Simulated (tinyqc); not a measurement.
Luttinger-Kohn k.p, four valence bands, step by step. One step of it, computed by the program tinyqc.

Question. Hole masses. E = c [g1 k^2 -/+ 2 sqrt(g2^2 k^4 + 3 (g3^2 - g2^2)(kx^2 ky^2 + ky^2 kz^2 + kz^2 kx^2))] with c = hbar^2/2m, and m* = hbar^2 k^2 / (2 E).

Luttinger parameters chosen for this model; energies are counted downward from the top of the valence band:
```
parameter     value  unit
g1         6.630000
g2         1.910000
g3         2.760000
```

Give: Masses.

Answer.

Masses (electron masses):
```
direction  heavy  light
[100]      0.356  0.096
[110]      0.675  0.085
[111]      0.901  0.082
```
